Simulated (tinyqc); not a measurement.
Worked calculation: four-point probe, van der Pauw, Hall and spreading-resistance readings of a semiconductor layer. Computed by tinyqc, a small Python program that keeps every step. Command: `OMP_NUM_THREADS=1 python tinyqc.py 3111946 3111947 out.jsonl probe walk`. One thread of a shared host (Intel(R) Xeon(R) Processor @ 2.30GHz), about 0.01 s of CPU time with the checks. Intermediate numbers are printed to about 6 digits and carried at full precision; extremes and crossings named in words are read from the listed rows.

The layer is uniform and ohmic; contacts are points unless a radius is given.

Inputs (values chosen for the exercise, modelled on n-type silicon): carrier density n = 3.8e+16 1/cm^3; drift mobility mu = 987 cm^2/(V s); layer thickness t = 2400 micrometre; probe spacing s = 1 mm; current I = 0.2 mA; side ratio a/b of the van der Pauw rectangle = 1.7; magnetic field B = 0.38 T; Hall factor r_H = 1.2; wafer diameter over spacing D/s = 12.

Backing of the layer: insulating.

Constants: e = 1.602176634e-19 C.

## Resistivity and sheet resistance

rho = 1/(e n mu); R_s = rho/t.

resistivity rho = 0.166414 ohm cm

sheet resistance R_s = 0.693390 ohm/square

## Four-point voltage

Collinear probes with equal spacing on a layer with insulating backing: images at depth 2 m t give V = (rho I/(2 pi s)) G, G = 1 + 4 sum_(m>=1) [1/sqrt(1 + (2 m u)^2) - 1/sqrt(4 + (2 m u)^2)], u = t/s; the sum runs to m = 20000, with the tail 3/(32 u^3 M^2) added to the sum for M = 20000. Limits: thick, rho = 2 pi s V/I; thin on an insulator, rho = (pi/ln 2) t V/I.

t/s = 2.4

G = 1.05723

voltage V = 0.0560028 mV

rho by the thick formula = 0.175938 ohm cm

rho by the thin formula = 0.304590 ohm cm

The thick formula is off by +5.7 % and the thin one by +83.0 %.

## Thickness correction

The last two columns give rho(formula)/rho for rho = 2 pi s V/I and rho = (pi/ln 2) t V/I.

Correction against t/s:
```
t/s        G  thick formula  thin formula
0.1  13.8629        13.8629       1.00000
0.2   6.9315         6.9315       1.00000
0.3   4.6211         4.6211       1.00003
0.5   2.7799         2.7799       1.00264
0.7   2.0175         2.0175       1.01871
1.0   1.5045         1.5045       1.08524
1.5   1.1973         1.1973       1.29547
2.0   1.0939         1.0939       1.57814
3.0   1.0306         1.0306       2.23037
5.0   1.0070         1.0070       3.63194
```

The thin formula holds to 1 % up to t/s = 0.5 and the thick one holds to 1 % from t/s = 5.

## Finite wafer

For a thin circular wafer probed at its centre, R_s = C V/I with C = pi/(ln 2 + ln[((D/s)^2 + 3)/((D/s)^2 - 3)]).

factor C = 4.27532

error if pi/ln 2 is used = 6.01210 %

## The two van der Pauw resistances

Thin rectangle with point contacts at the corners; for R_B current and voltage contacts lie along the two sides of length a, for R_A along those of length b: exp(-pi R_A/R_s) = (theta_4/theta_3)^4, exp(-pi R_B/R_s) = (theta_2/theta_3)^4 with q = exp(-pi a/b), theta_2 = 2 sum_(m>=0) q^((m + 1/2)^2), theta_3 = 1 + 2 sum_(m>=1) q^(m^2), theta_4 = 1 + 2 sum_(m>=1) (-1)^m q^(m^2).

R_A = 0.0169247 ohm

R_B = 0.575219 ohm

ratio R_B/R_A = 33.9869

## Solving the van der Pauw equation

Solve exp(-pi z R_A) + exp(-pi z R_B) = 1 for z = 1/R_s by seven Newton steps from z = 2 ln 2/(pi (R_A + R_B)); f = R_s 2 ln 2/(pi (R_A + R_B)).

Steps:
```
step  1/z (ohm)  left side less 1
0       1.34190       2.21256e-01
1       0.85487       6.04638e-02
2       0.71674       8.85623e-03
3       0.69409       2.67219e-04
4       0.69339       2.60249e-07
5       0.69339                 0
6       0.69339                 0
```

R_s found = 0.693390 ohm/square

correction f = 0.516721

Averaging R_A and R_B without f would overstate R_s by 93.5 %.

## Hall reading

V_H = r_H I B/(e n t); apparent density n/r_H; Hall mobility r_H mu; Hall angle tan = r_H mu B (SI).

Hall voltage = 0.00624151 mV

apparent density = 3.16667e+16 1/cm^3

Hall mobility = 1184.4 cm^2/(V s)

tangent of the Hall angle = 0.0450072

Checks made by the program: thin limit of G, 2 ln 2/u at u = 0.02 (relative difference below 1e-10); R_s recovered (relative difference below 1e-10).
